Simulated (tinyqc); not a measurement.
## Stacked nanosheet transistor, parasitic resistance, capacitance and delay: effect of the sheet width

Ns sheets share one contact on top; each has perimeter p = 2 (Ws + ts) and cross-section A = Ws ts; contact width Wc = Ws + 10 nm, stack height Hs = Ns pv. Sheet 1 is the top one. Contact length Lc = CPP - Lg - 2 Lsp, shared by two neighbouring gates. Source and drain sides are equal. The formulas are first-order estimates, not field solutions.

Epitaxy sheet resistance Rsh = re/te, transfer length LT = sqrt(rc/Rsh), contact Rc = [sqrt(rc Rsh)/Wc] coth(Lc/(2 LT)); extension of one sheet Rx = rx Lsp/A. With N sheets: gate Cg = Cinv p N Lg; per side, plate Cp = ks eps0 [Wc (Hs + Hc) - N A]/Lsp, top fringe Cf = (2/pi) ks eps0 Wc ln(1 + Lg/(2 Lsp)), overlap Co = Cinv p N Lov. One sheet: I = p Q vx u/(1 + |u|^1.8)^(1/1.8), Q = Cinv n Vt ln(1 + exp((Vg' - VT + dl Vd')/(n Vt))), u = Vd' mu/(vx Lg), Vg' = Vgs - v, Vd' = Vds - 2 v, with the drop on each side v_j = Rc sum I + rv (sum over levels k = 2..j of the current of sheets k..Ns) + Rx I_j. Ieff = [I(Vgs = Vdd, Vds = Vdd/2) + I(Vdd/2, Vdd)]/2, total currents. With Cs = Cp + Cf + Co, the load of an inverter of two such devices driving an equal one is CL = 2 (Cg + 2 Cs) + 4 Cs + Cw (own drains counted twice for the Miller effect); delay CL Vdd/(2 Ieff).

Values chosen for this exercise; values close to those of silicon logic devices:

| symbol | value | unit | meaning |
|---|---|---|---|
| T | 300 | K | temperature |
| Ns | 3 |  | number of sheets |
| ts | 7 | nm | sheet thickness |
| pv | 12 | nm | vertical pitch of the sheets |
| rv | 55 | ohm | vertical resistance between sheet levels |
| CPP | 45 | nm | contacted gate pitch |
| Lg | 14 | nm | gate length |
| Lsp | 4 | nm | spacer length |
| ks | 3.3 |  | relative permittivity of the spacer |
| Hc | 25 | nm | gate height above the channel stack |
| rc | 7.6e-10 | ohm cm^2 | contact resistivity |
| re | 0.00043 | ohm cm | resistivity of the source-drain epitaxy |
| te | 25 | nm | current-carrying depth of the epitaxy |
| rx | 0.00096 | ohm cm | resistivity of the extension |
| Lov | 1.5 | nm | gate overlap |
| Cinv | 3.4 | uF/cm^2 | inversion capacitance |
| vx | 8.4e6 | cm/s | injection velocity |
| mu | 220 | cm^2/(V s) | apparent mobility |
| VT | 0.28 | V | threshold at zero drain voltage |
| dl | 0.02 | V/V | barrier lowering |
| n | 1.09 |  | subthreshold factor |
| Cw | 0.18 | fF | wire load |
| Vdd | 0.7 | V | supply voltage |

Constants: q = 1.602176634e-19 C, kB = 1.380649e-23 J/K, eps0 = 8.8541878128e-12 F/m, Vt = kB T/q. Results are converted to the units shown.

Results:
```
Ws (nm)	Rc (ohm)	Rx/N (ohm)	Ieff (uA)	CL (aF)	delay (ps)
8	403.1	228.6	54.48	359.5	2.309
12	329.8	152.4	69.23	402.0	2.033
25	207.3	73.14	116.2	540.5	1.628
35	161.2	52.24	151.8	647.0	1.492
50	120.9	36.57	204.4	806.7	1.381
70	90.69	26.12	273.4	1020	1.306
```

Estimate the missing row, Ws = 18 nm.

Computed row:
```
Ws (nm)	Rc (ohm)	Rx/N (ohm)	Ieff (uA)	CL (aF)	delay (ps)
18	259.1	101.6	91.03	465.9	1.791
```

With this row back in the table: As Ws goes from 8 to 70 nm, Ieff rises from 54.5 to 273 uA, CL rises from 359 to 1020 aF and the delay falls from 2.31 to 1.31 ps. From the first row to the last Ieff grows by a factor of 5.02 and CL by 2.84; the first step changes the delay by -12 %, the last by -5.5 %.

Computed by the program tinyqc: `OMP_NUM_THREADS=1 python tinyqc.py 2170116 2170117 out.jsonl`, one thread of a shared Intel Xeon 2.30GHz, about 0.1 s for the whole run.
